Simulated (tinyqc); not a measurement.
Raising U: Hubbard chain of 3 sites, mean field against exact. Computed by the program tinyqc. 

one-body matrix (hopping and site energies) (eV):
```
         1        2        3
1   0.0000  -1.5400   0.0000
2  -1.5400   0.0000  -1.5400
3   0.0000  -1.5400   0.0000
```

electrons, up and down: 2  1

Collinear unrestricted mean field (the lowest of 40 random starts) against exact diagonalisation.

Exact and mean-field results (eV):

| U | U/t | E exact | E mean field | mean \|n_up - n_down\| | double occupancy, exact | first gap in the sector |
|---|---|---|---|---|---|---|
| 0.7700 | 0.5000 | -3.897349 | -3.879428 | 0.3672 | 0.1884 | 2.0707 |
| 1.5400 | 1.0000 | -3.485856 | -3.416320 | 0.4127 | 0.1678 | 1.9459 |
| 3.0800 | 2.0000 | -2.802938 | -2.566667 | 0.5556 | 0.1286 | 1.6756 |
| 4.6200 | 3.0000 | -2.287438 | -1.913930 | 0.7289 | 0.0960 | 1.4226 |
| 6.1600 | 4.0000 | -1.903545 | -1.485657 | 0.8375 | 0.0715 | 1.2113 |
| 9.2400 | 6.0000 | -1.396369 | -1.011597 | 0.9262 | 0.0416 | 0.9088 |
| 12.3200 | 8.0000 | -1.089876 | -0.763794 | 0.9584 | 0.0263 | 0.7162 |
| 18.4800 | 12.0000 | -0.749599 | -0.511526 | 0.9815 | 0.0128 | 0.4964 |
| 30.8000 | 20.0000 | -0.457459 | -0.307613 | 0.9933 | 0.0049 | 0.3042 |

In absolute terms mean field is worst at U/t = 4.0, 0.418 eV too high: at small U it is nearly exact, and at large U it misses only exchange-scale energies. Relative to the exact energy its error is 0.5 % at the smallest U, 33 % at most and 33 % at the largest. The double occupancy falls from 0.188 to 0.005; at the largest U the first gap is 0.99 times the exchange scale 4t^2/U.
